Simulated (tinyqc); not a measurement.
What moves the optical constants: free-carrier optics of a doped semiconductor (Drude model with one polar phonon).

eps(E) = ei [1 - Ep^2/(E^2 + i E Gam)] + (es - ei) wT^2/(wT^2 - E^2 - i E gT), with Ep^2 = 8 pi c (e^2/(4 pi eps0)) N/(m ei), c = hbar^2/2m0, N in 1/angstrom^3 (1e-24 per 1/cm^3); Gam = hbar/tau, tau = mu m m0/e with m0/e = 5.685630e-12 kg/C and mu in m^2/(V s). Energies in meV.

n + i k = sqrt(eps1 + i eps2) with k >= 0; R = ((n - 1)^2 + k^2)/((n + 1)^2 + k^2) at normal incidence from vacuum; alpha = 2 E k/(hbar c), times 1e8 for 1/cm; loss function Im(-1/eps) = eps2/(eps1^2 + eps2^2).

Constants: hbar^2/2m0 = 3.80998211 eV angstrom^2; e^2/(4 pi eps0) = 14.39964547 eV angstrom; hbar = 6.58211957e-16 eV s; hbar c = 1973.269805 eV angstrom.

Values chosen for the exercise (mass and dielectric values near those of GaN; N and mu are free inputs; interband absorption and the rise of the mass with filling are left out; not measured data): N = 2.2e+17 1/cm^3 (carrier density); m = 0.197 m0 (conductivity mass); mu = 76 cm^2/(V s) (mobility); ei = 5.41 (high-frequency dielectric constant); wT = 70.3 meV (TO phonon); es = 9.8 (static dielectric constant); gT = 0.9 meV (phonon damping); E = 36.6 meV (photon energy).

At the energy E.

One parameter was then changed.

Results before and after:
```
case     Ep (meV)  Gam (meV)       R  alpha (1/cm)
base        16.87      77.32  0.2921           277
changed     16.46      77.32  0.2904           276
```

Which of these changes was made? (a) E = 43.9 meV; (b) m = 0.2364 m0; (c) mu = 45.6 cm^2/(V s); (d) ei = 5.68; (e) N = 3.3e+17 1/cm^3.

Answer: (d) ei = 5.68. Of the candidates, run in turn, only this one gives the changed row.

All candidates:
```
case                  Ep (meV)  Gam (meV)       R  alpha (1/cm)
base                     16.87      77.32  0.2921           277
N = 3.3e+17 1/cm^3       20.66      77.32  0.2907           401
m = 0.2364 m0            15.40      64.44  0.2917           258
mu = 45.6 cm^2/(V s)     16.87     128.87  0.2941           197
ei = 5.68                16.46      77.32  0.2904           276
E = 43.9 meV             16.87      77.32  0.3113           276
```

tinyqc: `OMP_NUM_THREADS=1 python tinyqc.py 1652377 1652378 out.jsonl`; about 0.01 s, one thread, shared Intel(R) Xeon(R) Processor @ 2.30GHz.
